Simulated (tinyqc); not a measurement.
## MOS capacitor on a p-type substrate, surface potential from the exact charge relation: effect of the reverse bias of the inversion layer against the body on threshold and swing

Uniform p-type substrate, Boltzmann statistics, full ionisation, classical densities. psi is the surface potential against the body (positive when the bands bend down) and u = psi/Vt. Traps are spread evenly over the gap and neutral at flat band, so their charge is -q Dit psi; the minority quasi-Fermi level is shifted by Vb.

ni = sqrt(Nc Nv) exp(-Eg/(2 Vt)), Eg in volts; phiF = Vt ln(N/ni); Cox = eps0 eox/tox; Vfb = phiM - chi - (Eg - Vt ln(Nv/N)) - q Nf/Cox; VT = Vfb + [(2 phiF + Vb)(1 + q Dit/Cox) + sqrt(2 eps0 eps_r q N (2 phiF + Vb))/Cox]. gamma = sqrt(2 eps0 eps_r q N)/Cox; Wm = sqrt(2 eps0 eps_r (2 phiF + Vb)/(q N)); m = 1 + (eps0 eps_r/Wm + q Dit)/Cox; swing m Vt ln 10; Cmin/Cox = 1/(1 + Cox Wm/(eps0 eps_r)).

Inputs (values chosen for the exercise); band and dielectric values close to those of germanium: temperature T = 300 K; band gap Eg = 0.655 eV; relative permittivity eps_r = 16; conduction-band density of states at T Nc = 1.04e19 cm^-3; valence-band density of states at T Nv = 5.98e18 cm^-3; electron affinity chi = 3.92 eV; acceptor density of the substrate N = 1.5e17 cm^-3; relative permittivity of the gate insulator (close to aluminium oxide) eox = 8.93; insulator thickness tox = 39 nm; gate work function phiM = 4.1 eV; fixed charge at the interface, in units of q Nf = -1.2e11 cm^-2; density of interface traps Dit = 0 cm^-2 eV^-1.

Constants: q = 1.602176634e-19 C, kB = 1.380649e-23 J/K, Vt = kB T/q, eps0 = 8.8541878128e-14 F/cm where lengths are in cm. Results are converted to the units shown.

The same in every row: Vfb (V) = -0.2849; 2 phiF (V) = 0.4501; gamma (V^0.5) = 1.287.

Result of one run:

| VT (V) | Wm (nm) | m | swing (mV/decade) | Cmin/Cox |
|---|---|---|---|---|
| 3.019 | 139.5 | 1.501 | 89.35 | 0.3338 |

Which reverse bias of the inversion layer against the body Vb gave this result: 1.2, 1.6, 2 or 2.4 V?

Vb = 1.2 V.

The whole series:

| Vb (V) | VT (V) | Wm (nm) | m | swing (mV/decade) | Cmin/Cox |
|---|---|---|---|---|---|
| 0 | 1.029 | 72.85 | 1.959 | 116.6 | 0.4896 |
| 0.4 | 1.752 | 100.1 | 1.698 | 101.1 | 0.4111 |
| 0.8 | 2.404 | 121.4 | 1.576 | 93.79 | 0.3653 |
| 1.2 | 3.019 | 139.5 | 1.501 | 89.35 | 0.3338 |
| 1.6 | 3.608 | 155.5 | 1.449 | 86.28 | 0.3101 |
| 2 | 4.180 | 170.0 | 1.411 | 84.00 | 0.2914 |
| 2.4 | 4.738 | 183.3 | 1.381 | 82.22 | 0.2760 |
| 2.8 | 5.286 | 195.7 | 1.357 | 80.78 | 0.2631 |

As Vb goes from 0 to 2.8, VT rises from 1.03 to 5.29 V, the swing falls from 117 to 80.8 mV/decade and Cmin/Cox falls from 0.490 to 0.263. Vfb does not move. The slope |dVT/dVb| between the first two rows is 1.81, close to m (VT is counted against the body; against the source it is m - 1).

Computed by the program tinyqc: `OMP_NUM_THREADS=1 python tinyqc.py 2060118 2060119 out.jsonl`, one thread of a shared Intel Xeon 2.30GHz, about 0.01 s for the whole run.
